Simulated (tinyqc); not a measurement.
Composition and strain of an epitaxial Si(1-x)Ge(x) layer from Raman and X-ray peaks: one step, computed by the program tinyqc. Command: `OMP_NUM_THREADS=1 python tinyqc.py 3009463 3009464 out.jsonl epiraman walk`. One thread of a shared host (Intel(R) Xeon(R) Processor @ 2.30GHz), about 0.01 s of CPU time with the checks.

A (001) layer, biaxially strained in the plane. The Raman peaks follow empirical lines omega = w0 + c1 x + c3 x^3 + b eps (c3 for Si-Ge alone), with eps the in-plane strain.

Problem. X-ray (004) reflection. Bragg angle theta = arcsin(2 lambda/a) for (004), for the substrate with a_sub and the layer with a_perp; separation in arc seconds.

Inputs (values chosen for the exercise, modelled on silicon-germanium): X-ray wavelength = 1.540598 angstrom.

Substrate: relaxed alloy buffer.

substrate constant a_sub = 5.615459 angstrom

a_perp = 5.587335 angstrom

Give: theta of the substrate; theta of the layer; separation, layer less substrate.

Solution.

theta of the substrate = 33.28 degree

theta of the layer = 33.47 degree

separation, layer less substrate = 682.2 arcsec
